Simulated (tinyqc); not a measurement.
What each parameter does: delta-doped layer in the Thomas-Fermi potential.

All donors ionised in the plane z = 0, zero temperature, energies from the Fermi level EF of the Thomas-Fermi model, which lies at the bulk band edge; c = hbar^2/2m0, q = e^2/(4 pi eps0). Layer in a (001) plane: two valleys with m_z = ml, m_d = mt (unprimed) and four with m_z = mt, m_d = sqrt(ml mt) (primed); m3 = (ml mt^2)^(1/3), gv = 6. With n = (gv/3 pi^2)(m3 (-V)/c)^(3/2) and V'' = -(4 pi q/eps) n for z > 0, the solution is V = -b/(|z| + z0)^4 with sqrt(b) = 20/K, K = (4 pi q/eps)(gv/3 pi^2)(m3/c)^(3/2), and z0^5 = 4b/(e F0), e F0 = 2 pi q N/eps; 1e13/cm^2 = 1e-3/angstrom^2. Exchange and correlation are left out.

Subbands solve -(c/m_z) psi'' + V psi = E psi on 1280 points of spacing z0/80; up to ten levels for each group, kept if bound with an rms width below 2.5 z0.

Constants: hbar^2/2m0 = 3.80998211 eV angstrom^2; e^2/(4 pi eps0) = 14.39964547 eV angstrom.

Parameters, chosen for this exercise (near those of a delta-doped layer in Si; not measured data): ml = 0.94 m0 (longitudinal mass); mt = 0.195 m0 (transverse mass); eps = 11.7 (dielectric constant); N = 1.5 x 1e13/cm^2 (donor sheet density).

z0, depth, lowest level and its rms width.

One parameter was then changed.

Results before and after:

| case | z0 (angstrom) | depth (eV) | lowest (eV) | rms z (angstrom) |
|---|---|---|---|---|
| base | 29.34 | 0.0851 | -0.0311 | 10.55 |
| changed | 27.49 | 0.0888 | -0.0315 | 10.36 |

Which of these changes was made? (a) ml = 1.081 m0; (b) eps = 10.5; (c) mt = 0.166 m0; (d) N = 0.9 x 1e13/cm^2.

Answer: (b) eps = 10.5. Of the candidates, run in turn, only this one gives the changed row.

All candidates:

| case | z0 (angstrom) | depth (eV) | lowest (eV) | rms z (angstrom) |
|---|---|---|---|---|
| base | 29.34 | 0.0851 | -0.0311 | 10.55 |
| N = 0.9 x 1e13/cm^2 | 32.49 | 0.0565 | -0.0192 | 13.06 |
| eps = 10.5 | 27.49 | 0.0888 | -0.0315 | 10.36 |
| ml = 1.081 m0 | 28.53 | 0.0827 | -0.0308 | 9.95 |
| mt = 0.166 m0 | 31.29 | 0.0907 | -0.0353 | 10.15 |

(tinyqc, `OMP_NUM_THREADS=1 python tinyqc.py 1250906 1250907 out.jsonl`, Intel(R) Xeon(R) Processor @ 2.30GHz, 1 thread, shared host, about 0.1 s.)
